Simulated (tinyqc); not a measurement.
## Segment and feed resistance from two drops

Problem. A rail is fed at one end through Rq; K loads of Ij follow, each after a segment Rs. The drop at load j is K Ij Rq + Rs Ij sum_(l=1..j) (K - l + 1). Find Rs, Rq and the worst drop, at the middle, if the rail were fed through Rq at both ends: K Ij Rq/2 + Rs Ij K^2/8 with the load taken as continuous.

Inputs (values chosen for the exercise): number of equal loads K = 16; current of each load Ij = 2.3 mA.

drops at the first and at the last load (mV): 23.92  117.76000

Answer. The difference of the two drops is Rs Ij K (K - 1)/2, which gives Rs; the first drop then gives Rq.

Rs = 0.340 ohm
Rq = 0.310 ohm
drop at the middle with two feeds = 30.7 mV

tinyqc, about 0.1 s, one thread, Intel Xeon 2.30GHz (shared host): `OMP_NUM_THREADS=1 python tinyqc.py 2770198 2770199 out.jsonl`
